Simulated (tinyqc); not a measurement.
Empirical pseudopotential in a few plane waves, step by step. Computed by tinyqc, a small Python program that keeps every step. Settings: plane-wave index or count = 15. Command: `OMP_NUM_THREADS=1 python tinyqc.py 22074 22075 out.jsonl` (the two numbers bound the seeds that draw the settings). One thread of a shared host (Intel(R) Xeon(R) Processor @ 2.60GHz), about 0.2 s of CPU time with the checks.

## Bloch Hamiltonian at k

Parameters chosen for this model: fcc lattice, atoms at +/- a/8 (1,1,1); form factors in rydberg at |G|^2 in units of (2 pi/a)^2:

| parameter | value | unit |
|---|---|---|
| a | 5.770000 | angstrom |
| VS(3) | -0.216000 | Ry |
| VS(8) | 0.055000 | Ry |
| VS(11) | 0.077000 | Ry |
| VA(3) | 0 | Ry |
| VA(4) | 0 | Ry |
| VA(11) | 0 | Ry |
| hbar^2/2m (2 pi/a)^2 | 4.517842 | eV |

k point k (2 pi / a): -0.550000  -0.420000  -0.050000

Basis: the 15 shortest G (labels in 2 pi/a), the same at every k. H(G,G') = c |k + G|^2 delta + VS(|G-G'|^2) cos((G-G').tau) + i VA sin((G-G').tau), tau = a/8 (1,1,1); 1 Ry = 13.605693 eV.

H(k) at k (eV), lower triangle:
```
           +0+0+0     -1-1-1     -1-1+1     -1+1-1     -1+1+1     +1-1-1     +1-1+1     +1+1-1
+0+0+0   2.174889
-1-1-1   2.078066  24.944813
-1-1+1  -2.078066   0.000000  24.041244
-1+1-1  -2.078066   0.000000   0.748313  17.354838
-1+1+1  -2.078066  -0.748313   0.000000   0.000000  16.451270
+1-1-1  -2.078066   0.000000   0.748313   0.748313   0.000000  15.005560
+1-1+1  -2.078066  -0.748313   0.000000   0.000000   0.748313   0.000000  14.101992
+1+1-1  -2.078066  -0.748313   0.000000   0.000000   0.748313   0.000000   0.748313   7.415586
+1+1+1   2.078066   0.000000  -0.748313  -0.748313   0.000000  -0.748313   0.000000   0.000000
-2+0+0   0.000000  -2.078066  -2.078066  -2.078066   2.078066   0.740792  -0.740792  -0.740792
+0-2+0   0.000000  -2.078066  -2.078066   0.740792  -0.740792  -2.078066   2.078066  -0.740792
+0+0-2   0.000000  -2.078066   0.740792  -2.078066  -0.740792  -2.078066  -0.740792   2.078066
+0+0+2   0.000000  -0.740792   2.078066  -0.740792  -2.078066  -0.740792  -2.078066   0.740792
+0+2+0   0.000000  -0.740792  -0.740792   2.078066  -2.078066  -0.740792   0.740792  -2.078066
+2+0+0   0.000000  -0.740792  -0.740792  -0.740792   0.740792   2.078066  -2.078066  -2.078066

           +1+1+1     -2+0+0     +0-2+0     +0+0-2     +0+0+2     +0+2+0     +2+0+0
+1+1+1   6.512017
-2+0+0  -0.740792  30.185509
+0-2+0  -0.740792   0.748313  27.836231
+0+0-2  -0.740792   0.748313   0.748313  21.149825
+0+0+2  -2.078066  -0.748313  -0.748313   0.000000  19.342689
+0+2+0  -2.078066  -0.748313   0.000000  -0.748313   0.748313  12.656282
+2+0+0  -2.078066   0.000000  -0.748313  -0.748313   0.748313   0.748313  10.307005
```

## Levels at k

Diagonalise the Hermitian matrix.

eigenvalues (eV): -0.140447  4.299663  6.633146  8.046295  13.053063  13.994712  15.325853  15.587862  17.202144  21.251863  22.473577  22.887372  26.503214  29.307640  33.053796

## Bands along a path

The same steps at evenly spaced points between the labelled ones.

Bands along the path (eV), lowest eight:

| k | band 1 | band 2 | band 3 | band 4 | band 5 | band 6 | band 7 | band 8 |
|---|---|---|---|---|---|---|---|---|
| L | 0.287697 | 3.089217 | 8.354895 | 8.354895 | 11.800828 | 13.742714 | 13.742714 | 17.986260 |
| L-G 0.20 | -0.227266 | 3.754577 | 8.358733 | 8.358733 | 11.817331 | 13.657615 | 13.657615 | 18.122221 |
| L-G 0.40 | -0.917368 | 5.058460 | 8.514617 | 8.514617 | 12.008514 | 13.677921 | 13.677921 | 17.135752 |
| L-G 0.60 | -1.477309 | 6.647460 | 8.784382 | 8.784382 | 12.337833 | 13.500464 | 13.500464 | 15.866141 |
| L-G 0.80 | -1.828094 | 8.284722 | 9.076997 | 9.076997 | 12.699486 | 13.048769 | 13.048769 | 14.029003 |
| G | -1.946820 | 9.215996 | 9.215996 | 9.215996 | 12.805213 | 12.805213 | 12.805213 | 13.103060 |
| G-X 0.20 | -1.788183 | 8.355823 | 8.827922 | 8.827922 | 12.469292 | 13.447406 | 13.447406 | 13.904613 |
| G-X 0.40 | -1.314608 | 6.756924 | 8.128676 | 8.128676 | 11.848567 | 13.853797 | 14.898791 | 14.898791 |
| G-X 0.60 | -0.533514 | 5.078165 | 7.546825 | 7.546825 | 11.370111 | 12.674155 | 16.708442 | 16.708442 |
| G-X 0.80 | 0.541403 | 3.480519 | 7.219808 | 7.219808 | 11.206759 | 11.748887 | 18.726726 | 18.726726 |
| X | 1.888368 | 2.042219 | 7.196171 | 7.196171 | 11.244197 | 11.437382 | 20.923194 | 20.923194 |

With 4 band(s) filled, the highest filled level on these points lies at G and the lowest empty one at G-X 0.80: a gap of 1.9908 eV, indirect. This holds for the small fixed basis; with all plane waves up to |k + G|^2 = 21 (2 pi/a)^2 the gap along the path is 1.71 eV.

## Convergence with the number of plane waves

Levels at G counted from the fourth one.

Levels (eV):

| plane waves | level 1 | level 5 | level 8 |
|---|---|---|---|
| 9 | -14.752033 | 0 | 2.993252 |
| 15 | -11.162816 | 3.589217 | 3.887065 |
| 27 | -10.593666 | 3.579123 | 4.554062 |
| 51 | -10.827814 | 3.664363 | 4.604555 |
| 59 | -10.888173 | 3.472088 | 4.554073 |
| 65 | -10.903270 | 3.416015 | 4.554073 |
| 89 | -10.841676 | 3.465756 | 4.522877 |
